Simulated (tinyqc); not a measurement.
Rapid thermal processing of a wafer: radiative balance, ramp and cooling, pattern effects, pyrometer error and spike budget: one step, computed by the program tinyqc.

The wafer is opaque and uniform through its thickness unless said otherwise; temperatures in formulas are in kelvin (C + 273.15). sigma = 5.670374419e-12 W/(cm^2 K^4).

Question. Pyrometer error. Signal proportional to eps/(exp(c2/(lambda T)) - 1), c2 = h c/k_B. If the assumed emissivity is too high by the given error, the reading T' solves (1 + error)/(exp(c2/(lambda T')) - 1) = 1/(exp(c2/(lambda T)) - 1). Wien estimate: T' - T = -lambda T^2 ln(1 + error)/c2. Process rates go as exp(-E_a/(k_B T)).

Inputs (values chosen for the exercise, modelled on a hot silicon wafer):
```
quantity                              value        unit
process temperature                     615           C
starting temperature                    500           C
pyrometer wavelength                    2.3  micrometre
error of the assumed emissivity         1.3           %
activation energy of the process E_a      4          eV
```

Constants: h = 6.62607015e-34 J s; c = 299792458 m/s; k_B = 1.380649e-23 J/K; k_B = 8.617333262e-05 eV/K.

Give: c2; c2/(lambda T); reading less true temperature; Wien estimate; rate at T over rate at T', less 1.

Answer.

c2 = 14388 micrometre K

c2/(lambda T) = 7.043

reading less true temperature = -1.624 K

Wien estimate = -1.629 K

rate at T over rate at T', less 1 = 10.05 %

Caution: below about 600 C lightly doped silicon is partly transparent at this wavelength, so its emissivity is not yet the hot value early in the ramp.
